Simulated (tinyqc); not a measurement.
Worked calculation: tight binding, kagome lattice. One step of it, computed by the program tinyqc.

Task: Levels at k. Diagonalise the Hermitian matrix.

H(k) at k (eV):
```
                     A                    B                    C
A             0.000000  -0.229577+0.123607i  -0.559867-0.396846i
B  -0.229577-0.123607i             0.000000  -0.535047+0.392915i
C  -0.559867+0.396846i  -0.535047-0.392915i            -0.180000
```

Give: eigenvalues; weights |c|^2 of the basis functions.

Result:

eigenvalues (eV): -1.0582  -0.0539  0.9321

weights |c|^2 of the basis functions:
```
   band 1  band 2  band 3
A  0.2445  0.4519  0.3037
B  0.2293  0.4824  0.2882
C  0.5262  0.0657  0.4081
```
